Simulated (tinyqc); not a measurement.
Worked calculation: Bloch-Grueneisen resistivity of a metal. Computed by tinyqc, a small Python program that keeps every step. Command: `OMP_NUM_THREADS=1 python tinyqc.py 3014580 3014581 out.jsonl bg walk`. One thread of a shared host (Intel(R) Xeon(R) Processor @ 2.30GHz), about 0.01 s of CPU time with the checks. Intermediate numbers are printed to about 5 digits and carried at full precision; extremes and crossings named in words are read from the listed rows.

Electrons scatter from a Debye spectrum of phonons (n = 5 for scattering within one band, n = 3 for scattering into a second, heavy band) and from static defects.

Inputs (values chosen for the exercise, modelled on aluminium): exponent n = 5; Debye temperature Theta = 398 K; transport coupling lambda_tr = 0.36; Drude plasma energy hbar w_p = 12 eV; residual resistivity rho_0 = 0.63 microohm cm; temperature T = 200 K.

Addition: none.

Constants: k_B = 1.380649e-23 J/K; hbar = 1.054571817e-34 J s; eps_0 = 8.8541878128e-12 F/m; hbar = 6.582119569e-16 eV s; k_B = 8.617333262e-05 eV/K.

## Scale of the phonon resistivity

rho_ph = (n - 1) rho_1 (T/Theta)^n J_n(Theta/T), with rho_1 = 2 pi lambda_tr k_B Theta/(hbar eps_0 w_p^2), the high-temperature line at T = Theta.

rho_1 = 4.0049 microohm cm

## The integral and the phonon part

J_n(y) = int_0^y x^n e^x/(e^x - 1)^2 dx, by 96 Gauss-Legendre points (upper limit at most 60).

Theta/T = 1.99

J_n = 3.1717

phonon resistivity rho_ph = 1.6281 microohm cm

This is 80.9 % of the straight line rho_1 T/Theta.

## Total resistivity and derived numbers

Matthiessen's rule: rho = rho_0 + rho_ph. Temperature coefficient (1/rho) d rho/dT by a central difference of +/- 0.5 K; residual ratio rho(295 K)/rho(4.2 K); scattering time tau = 1/(eps_0 w_p^2 rho); Wiedemann-Franz kappa = L_0 T/rho, L_0 = (pi^2/3)(k_B/e)^2.

resistivity rho = 2.2581 microohm cm

temperature coefficient = 5.0784 1e-3/K

residual resistance ratio = 5.2661

scattering time = 15.048 fs

Wiedemann-Franz conductivity = 216.38 W/(m K)

The coefficient is 1.02 times 1/T; the temperature-independent part dilutes it. Caution: below about Theta/2 small-angle phonon scattering degrades heat flow more than charge flow, so a thermal conductivity taken from rho by the Wiedemann-Franz law would be too high.

## Limits of the phonon part

Low T: (n - 1) n! zeta(n) rho_1 (T/Theta)^n. High T: rho_1 (T/Theta) [1 - (n - 1)/(12 (n + 1)) (Theta/T)^2].

Resistivities (microohm cm):
```
T (K)      rho_ph   low-T law  straight line  line with correction  total rho
12     4.9668e-05  4.9668e-05         0.1208                     -     0.6300
20     6.3868e-04  6.3873e-04         0.2013                     -     0.6306
32     6.5979e-03  6.6976e-03         0.3220                     -     0.6366
48     4.2718e-02  5.0860e-02         0.4830                     -     0.6727
80     2.6140e-01  6.5406e-01         0.8050                     -     0.8914
140    9.2821e-01  1.0735e+01         1.4088                0.7762     1.5582
200    1.6281e+00  6.3873e+01         2.0125                1.5698     2.2581
320    2.9586e+00  6.6976e+02         3.2200                2.9433     3.5886
480    4.6502e+00  5.0860e+03         4.8300                4.6456     5.2802
800    7.9404e+00  6.5406e+04         8.0501                7.9394     8.5704
```

The low-T law holds to 10 % up to 32 K, the straight line from 320 K on. The local exponent of rho_ph falls from 5.00 to 1.05. Phonons overtake the residual resistivity between 80.0 and 140 K.

Checks made by the program: J_n at large argument against n! zeta(n) (relative difference below 1e-10).
